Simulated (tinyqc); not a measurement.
Growth with time: grain growth, pinning, strength and diffusional creep of a polycrystal or thin film. Computed by tinyqc, a small Python program. Command: `OMP_NUM_THREADS=1 python tinyqc.py 3005733 3005734 out.jsonl grain walk`. One thread of a shared host (Intel(R) Xeon(R) Processor @ 2.30GHz), about 0.01 s of CPU time with the checks.

One mean grain size d describes the structure.

Inputs (values chosen for the exercise, modelled on nickel): boundary energy gamma = 0.85 J/m^2; mobility prefactor M0 = 1e-05 m^4/(J s); activation energy of boundary motion Q_m = 1.62 eV; anneal temperature T = 718 K; initial grain size d0 = 28 nm; particle volume fraction f = 0.011; particle radius r = 3.6 nm.

Sample: bulk.

Constants: k_B = 8.617333262e-05 eV/K.

Method. M = M0 exp(-Q_m/(k_B T)). The driving pressure is 2 gamma/d. Zener pinning pressure 3 f gamma/(2 r) stops growth at d_Z = 4 r/(3 f). The limit is d_lim = d_Z. dd/dt = 2 M gamma (1/d - 1/d_lim) integrates to 2 M gamma t = d_lim (d0 - d) + d_lim^2 ln[(d_lim - d0)/(d_lim - d)]; without pinning d^2 = d0^2 + 4 M gamma t.

limit d_lim = 436.364 nm

mobility M = 4.25513e-17 m^4/(J s)

At T:
```
t (s)  free growth (nm)  pinned growth (nm)  d/d_lim
3.9                36.7               36.15  0.08283
13                 51.6               49.92  0.11440
39                 80.2               75.53  0.17308
130               140.0              125.52  0.28765
390               239.2              197.67  0.45300
1300              434.6              303.95  0.69656
3900              751.7              396.47  0.90858
13000            1371.7              435.21  0.99736
```

What follows from these numbers?

The apparent exponent d ln d/d ln t of the pinned growth is at most about 0.42, below the ideal 1/2, and falls to 0.077 in the last rows: the initial size hides the law early and pinning hides it late.
